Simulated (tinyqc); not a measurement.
CCD on RHF in the sto-3g basis, for H3+, spin multiplicity 1, step by step. One step of it, computed by the program tinyqc.

Task: CCD: starting amplitudes. t_ij^ab = <ij||ab> / (e_i + e_j - e_a - e_b), whose energy is MP2.

orbital energies (hartree): MO1 -1.008887, MO2 -0.204091, MO3 -0.021382

Two-electron integrals over orbitals (pq|rs), unique and non-zero (hartree):
```
p,q,r,s,(pq|rs)
1,1,1,1,0.550553
2,1,1,1,-0.000029
2,1,2,1,0.144696
2,2,1,1,0.518738
2,2,2,1,0.000103
2,2,2,2,0.601450
3,1,1,1,0.030024
3,1,2,1,2.77e-06
3,1,2,2,-0.085165
3,1,3,1,0.145577
3,2,1,1,4.60e-06
3,2,2,1,-0.112680
3,2,2,2,-0.000036
3,2,3,1,-0.000088
3,2,3,2,0.099902
3,3,1,1,0.551710
3,3,2,1,-0.000111
3,3,2,2,0.481826
3,3,3,1,0.098020
3,3,3,2,0.000034
3,3,3,3,0.616072
```

Give: Starting amplitudes; correlation energy.

Result:

Starting amplitudes (spin orbitals 1a, 1b, ...; amplitudes related by a flip of all spins are not repeated):
```
from,to,t
1a 1b,2a 2b,-0.0899
1a 1b,3a 3b,-0.0737
1a 1b,2a 3b,-1.54e-06
```

correlation energy = -0.023738 hartree
